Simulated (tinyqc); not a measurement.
Hexagonal on-chip spiral inductor, lumped pi model: two steps of the calculation.

Outer diameter do = di + 2 n wd + 2 (n - 1) sp, mean da = (do + di)/2, fill p = (do - di)/(do + di), length l = 3.464 n da. L = 2.33 mu0 n^2 da/(1 + 3.82 p), mu0 = 4 pi 1e-7 H/m. Rs = rho l/(wd delta (1 - exp(-th/delta))), delta = sqrt(rho/(pi f mu0)). Cs = n wd^2 eps0 eo/hu across the coil. At each end Cox = l wd eps0 eo/(2 ho) leads to the substrate branch Rsi = 2 rs he/(l wd) in parallel with Csi = l wd eps0 11.7/(2 he). With one end grounded Y = 1/(Rs + i w L) + i w Cs + 1/[1/(i w Cox) + 1/(1/Rsi + i w Csi)], w = 2 pi f; Q = -Im Y/Re Y. Eddy currents in neighbouring turns and in the substrate are left out.

Inputs (values chosen for the exercise); values of the order met in silicon radio-frequency processes:
```
symbol  value     unit                                     meaning
n         2.5                                      number of turns
wd         15       um                                  line width
sp        1.5       um                         space between turns
di         80       um                              inner diameter
th          3       um                             metal thickness
rho         3  uohm cm                           metal resistivity
ho        4.9       um                        oxide below the coil
hu        0.6       um            oxide between coil and underpass
eo        3.9                   relative permittivity of the oxide
rs         10   ohm cm                       substrate resistivity
he         80       um  effective spreading depth in the substrate
f         1.6      GHz                                   frequency
```

Constants: eps0 = 8.8541878128e-12 F/m. Results are converted to the units shown.

Question 1. Geometry and model elements. do, l, L, delta, Rs, Cs, Cox, Rsi and Csi as defined.

Find: do; l; L; delta; Rs; Cs; Cox; Rsi; Csi.

Answer 1.

do = 159.50 um
l = 1037.0 um
L = 0.96622 nH
delta = 2.1793 um
Rs = 1.2731 ohm
Cs = 32.373 fF
Cox = 54.812 fF
Rsi = 1028.6 ohm
Csi = 10.072 fF

Question 2. Admittance, quality factor and apparent inductance. Series branch 1/(Rs + i w L), substrate branch, total Y, Q = -Im Y/Re Y, apparent inductance Im(1/Y)/w, metal-only value w L/Rs, share of the loss in the substrate Re(substrate branch)/Re Y.

L = 0.96621789 nH
Rs = 1.2730847 ohm
Cs = 32.373124 fF
Cox = 54.811531 fF
Rsi = 1028.5734 ohm
Csi = 10.071619 fF

Give: series branch; substrate branch; Y; Q; apparent inductance; w L/Rs; share of the loss in the substrate.

Answer 2.

series branch = 13.27-101.21i mS
substrate branch = 0.21536+0.40653i mS
Y = 13.48-100.48i mS
Q = 7.4537
apparent inductance = 0.97247 nH
w L/Rs = 7.6299
share of the loss in the substrate = 1.5976 %

Q is 97.7 % of the metal-only value.

Program tinyqc, `OMP_NUM_THREADS=1 python tinyqc.py 2302098 2302099 out.jsonl`; Intel Xeon 2.30GHz, shared host, one thread, about 0.01 s.
